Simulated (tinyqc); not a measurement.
Deep-level transient spectroscopy: the DLTS spectrum.

Schottky contact on an n-type layer with shallow donors Nd (all ionised) and a donor-like deep trap, neutral when filled and positive when empty; depletion approximation. Traps within lam of the depletion edge stay filled. A long pulse to Vp fills the traps beyond x1 = Wp - lam; back at Vr those between x1 and x2 = Wr - lam emit. A rate window reads S = C(t2) - C(t1).

Emission rate en = sn vth(T) Nc(T) exp(-Et/kB T) = sn g T^2 exp(-Et/kB T), g = vth Nc/(300 K)^2, as vth goes as T^0.5 and Nc as T^1.5 (degeneracy factor 1). lam = sqrt(2 eps0 eps_r (EF - ET)/(q Nd)), EF - ET = Et - (kB T/q) ln(Nc(T)/Nd), Nc(T) = Nc (T/300 K)^1.5. In the steady state at the band bending V, 2 eps0 eps_r V/q = Nd W^2 + Nt (W - lam)^2 (the second term only if W > lam). W(t)^2 = Wr^2 + (Nt/Nd)(x2^2 - x1^2) exp(-en t), C = eps0 eps_r/W; for small Nt, dC/C = -(Nt/2 Nd) G exp(-en t) with G = (x2^2 - x1^2)/Wr^2. For an exponential transient S peaks where en = ew = ln(t2/t1)/(t2 - t1).

Inputs (values chosen for the exercise); material values close to those of indium phosphide: relative permittivity eps_r = 12.7; conduction-band density of states at 300 K Nc = 5.79e17 cm^-3; thermal velocity at 300 K vth = 4e7 cm/s; shallow donor density Nd = 5.1e14 cm^-3; built-in voltage Vbi = 0.84 V; depth of the trap below the conduction edge Et = 0.32 eV; capture cross-section sn = 1.2e-17 cm^2; trap density Nt = 1.4e13 cm^-3; reverse bias Vr = 4.2 V; reverse bias during the filling pulse Vp = 0 V; first sampling time t1 = 1 ms; second sampling time t2 = 2.5 ms.

Constants: q = 1.602176634e-19 C, kB = 1.380649e-23 J/K, eps0 = 8.8541878128e-14 F/cm where lengths are in cm. Results are converted to the units shown.

Results:

| T (K) | en (1/s) | S (pF/cm^2) |
|---|---|---|
| 241 | 36.47 | 1.271 |
| 250 | 68.33 | 2.271 |
| 260 | 130.9 | 3.941 |
| 269 | 225.9 | 5.835 |
| 279 | 398.6 | 7.779 |
| 297 | 1012 | 7.474 |
| 307 | 1625 | 4.787 |
| 316 | 2429 | 2.306 |
| 326 | 3708 | 0.6634 |
| 335 | 5317 | 0.1343 |
| 344 | 7493 | 0.01538 |

Estimate the missing row, T = 288 K.

Computed row:

| T (K) | en (1/s) | S (pF/cm^2) |
|---|---|---|
| 288 | 643.7 | 8.472 |

With this row back in the table: S goes from 1.27 through a maximum of 8.47 (at T = 288 K among the rows listed) to 0.0154 pF/cm^2; en equals ew = 611 1/s at 287.0 K. Colder, the trap has hardly emitted by t2; warmer, it is empty before t1. Rows above half of the largest S span 269 to 307 K.

Computed by the program tinyqc: `OMP_NUM_THREADS=1 python tinyqc.py 2050034 2050035 out.jsonl`, one thread of a shared Intel Xeon 2.30GHz, about 0.01 s for the whole run.
